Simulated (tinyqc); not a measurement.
Decay of LO phonons and the hot-phonon bottleneck in the cooling of electrons: one step, computed by the program tinyqc. Command: `OMP_NUM_THREADS=1 python tinyqc.py 3020766 3020767 out.jsonl hotphonon walk`. One thread of a shared host (Intel(R) Xeon(R) Processor @ 2.30GHz), about 0.01 s of CPU time with the checks.

n(E, T) = 1/(exp(E/(k_B T)) - 1) is the Bose occupation. Electrons have a temperature T_e; the LO modes within their reach share one occupation N; the decay products stay at the lattice temperature.

Question. Lifetime and Raman width. Decay rate 1/tau = (1/tau_0) [1 + n(f hbar omega) + n((1 - f) hbar omega)]. Full width Gamma = 1/(2 pi c tau) in 1/cm, c in cm/s.

Inputs (values chosen for the exercise, modelled on gallium nitride): LO energy hbar omega = 91 meV; lifetime at T = 0, tau_0 = 2.6 ps; share f of the energy in the softer product = 0.26; lattice temperature T = 300 K.

Decay channel: two unequal phonons (Ridley).

Constants: k_B = 8.617333262e-05 eV/K; c = 299792458 m/s.

Give: thermal factor tau_0/tau; phonon lifetime tau; Raman width Gamma; equilibrium LO occupation N_0.

Answer.

thermal factor tau_0/tau = 1.748

phonon lifetime tau = 1.488 ps

Raman width Gamma = 3.569 1/cm

equilibrium LO occupation N_0 = 0.03050

Stimulated decay shortens the lifetime by 43 %.
